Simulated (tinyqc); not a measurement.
Bandgap voltage reference from two bipolar transistors: one step of the calculation.

Two transistors of area 1 and N carry the same current I. Is(T) = Is (T/T0)^eta exp[(Vg0 q/kB)(1/T0 - 1/T)], VBE1 = Vt ln(I/Is(T)) + I rb, VBE2 = Vt ln(I/(N Is(T))) + I rb/N. The amplifier forces I R1(T) = VBE1 - VBE2 + Vos, with R(T) = R (1 + tc (T - T0)) for both resistors, and the output is Vref = VBE1 + I R2(T). Base currents and the Early effect are neglected.

Task. Resistor for zero slope at T0, ideal case. With tc = 0, Vos = 0 and rb = 0 the current is proportional to T, dVBE/dT = (VBE - Vg0 - (eta - 1) Vt)/T, and Vref has zero slope at T0 when Vref = Vg0 + (eta - 1) Vt0. Find VBE1, its slope, that Vref, R2/R1 and the curvature d2Vref/dT2 = -(eta - 1) kB/(q T0).

Parameters, values chosen for the exercise; values of the order met in silicon bipolar transistors:

| symbol | value | unit | meaning |
|---|---|---|---|
| T0 | 300 | K | reference temperature |
| Vg0 | 1.177 | V | band-gap voltage extrapolated to 0 K |
| eta | 3.5 |  | temperature exponent of the saturation current |
| Is | 7e-16 | A | saturation current of the unit transistor at T0 |
| N | 15 |  | area ratio of the second transistor |
| R1 | 2 | kohm | resistor across which the difference of VBE falls, at T0 |

Constants: q = 1.602176634e-19 C, kB = 1.380649e-23 J/K. Results are converted to the units shown.

Give: VBE1; dVBE/dT; Vref; R2/R1; curvature.

Result.

VBE1 = 0.63687 V
dVBE/dT = -2.0159 mV/K
Vref = 1.2416 V
R2/R1 = 8.6383
curvature = -0.71811 uV/K^2

Numbers from tinyqc (`OMP_NUM_THREADS=1 python tinyqc.py 2062030 2062031 out.jsonl`; about 0.02 s on one thread of a shared Intel Xeon 2.30GHz).
